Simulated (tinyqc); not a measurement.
# From one set of inputs to another, one input at a time

Model: electroplating on a thin resistive seed layer: kinetics, Wagner number and the terminal effect across a wafer. Computed by tinyqc, a small Python program. Command: `OMP_NUM_THREADS=1 python tinyqc.py 3120543 3120544 out.jsonl terminal ladder`. One thread of a shared host (Intel(R) Xeon(R) Processor @ 2.30GHz), about 0.06 s of CPU time with the checks.

Current enters the seed at the rim. The bath is treated as a local resistance per area (no lateral flow in the liquid), two electrons per ion, molar volume 7.11 cm^3/mol, Faraday constant F = e N_A, kinematic viscosity 0.01 cm^2/s, omega = 2 pi x rpm/60; k_B T/e is in volts.

The inputs printed are set A. Inputs not listed in the table keep their values of set A, so the rows need not describe a real material.

Inputs (values chosen for the exercise, of the order of those for copper plating from an acid sulfate bath):
```
quantity                               value         unit
wafer radius R                           7.5           cm
seed thickness t                          14           nm
seed resistivity                          12  microohm cm
bath conductivity kappa                 0.12         S/cm
gap to the anode h                       6.5           cm
extra resistance of a porous plate         0     ohm cm^2
exchange current density i_0             1.2      mA/cm^2
cathodic transfer coefficient alpha     0.48            -
mean current density                      12      mA/cm^2
diffusivity of the metal ion         5.1e-06       cm^2/s
metal ion concentration                 0.76        mol/L
rotation rate                             60          rpm
temperature T                            298            K
```

Constants: e = 1.602176634e-19 C; N_A = 6.02214076e+23 1/mol; k_B = 8.617333262e-05 eV/K.

Method:
- Growth rate = i V_m/(2 F). Levich limit i_L = 0.62 x 2 F D^(2/3) omega^(1/2) nu^(-1/6) c. Tafel overpotential eta = (k_B T/(alpha e)) ln(i/i_0); kinetic resistance k_B T/(alpha e i); bath resistance h/kappa + plate; R_s = resistivity/t; Wagner number = kinetic resistance x kappa/R.
- Linearised: with R_t = kinetic + bath resistance the current density obeys (1/r)(r i')' = i R_s/R_t, so i = A I_0(r/l), l = sqrt(R_t/R_s); with x = R/l, edge/centre = I_0(x) and edge/mean = x I_0(x)/(2 I_1(x)).
- Voltage drop in the seed for a uniform current: i R_s R^2/4.

Each row keeps all changes above it:
```
input moved                             from    to  edge over centre, linear  length l (cm)  Wagner number
set A                                      -     -                     4.388          2.615        0.07133
seed resistivity (microohm cm)            12   6.1                     2.352          3.668        0.07133
gap to the anode h (cm)                  6.5   3.6                     3.743          2.812        0.07133
seed thickness t (nm)                     14   110                     1.239          7.883        0.07133
cathodic transfer coefficient alpha     0.48  0.49                     1.240          7.872        0.06988
exchange current density i_0 (mA/cm^2)   1.2  0.35                     1.240          7.872        0.06988
wafer radius R (cm)                      7.5    10                     1.446          7.872        0.05241
mean current density (mA/cm^2)            12    20                     1.472          7.670        0.03144
```

Which inputs carry the difference?

Edge over centre, linear goes from 4.39 to 1.47, a factor 0.336 in all. The largest single move comes from seed thickness t (a factor 0.331), and gap to the anode h works against it (a factor 1.59). Length l goes from 2.62 to 7.67, a factor 2.93 in all. The largest single move comes from seed thickness t (a factor 2.80), and gap to the anode h works against it (a factor 0.767). Wagner number goes from 0.0713 to 0.0314, a factor 0.441 in all. The largest single move comes from mean current density (a factor 0.600). The single moves hold for this order of the switches; the total does not depend on the order.

Extremes, crossings and ranges named in words are read from the listed rows.
